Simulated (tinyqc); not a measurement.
MOS capacitor on an n-type substrate, surface potential from the exact charge relation: one step of the calculation.

Uniform n-type substrate, Boltzmann statistics, full ionisation, classical densities. psi is the surface potential against the body (positive when the bands bend down) and u = -psi/Vt. Traps are spread evenly over the gap and neutral at flat band, so their charge is -q Dit psi; the minority quasi-Fermi level is shifted by Vb.

Task. Newton step for the surface potential. u = -psi/Vt; F^2 = exp(-u) + u - 1 + r (exp(u) - u - 1); Qs = +sign(u) Q0 F; Cs = -dQs/dpsi = (Q0/Vt) |1 - exp(-u) + r (exp(u) - 1)|/(2 F). f = Vfb + psi + (q Dit psi - Qs)/Cox - Vg, f' = 1 + (Cs + q Dit)/Cox, psi(new) = psi - f/f'.

Parameters, values chosen for the exercise; band and dielectric values close to those of silicon: temperature T = 400 K; density of interface traps Dit = 0 cm^-2 eV^-1; gate voltage against the body Vg = -1.21 V.

Constants: q = 1.602176634e-19 C, kB = 1.380649e-23 J/K, Vt = kB T/q. Results are converted to the units shown.

psi at the start = -1.3962373 V
Cox = 0.62660406 uF/cm^2
Vfb = 0.18623730 V
Q0 = 7.4425648 nC/cm^2
r = 3.3301883e-7

Give: u; F; Qs; Cs; f; f'; psi after iteration 1.

Result.

u = 40.507
F = 3.6070e5
Qs = 2.6845e6 nC/cm^2
Cs = 38941 uF/cm^2
f = -4284.2 V
f' = 62146
psi after iteration 1 = -1.3273 V

This iterate lies far beyond the solution, so its charge is not a physical one.

Computed by the program tinyqc: `OMP_NUM_THREADS=1 python tinyqc.py 2060152 2060153 out.jsonl`, one thread of a shared Intel Xeon 2.30GHz, about 0.01 s for the whole run.
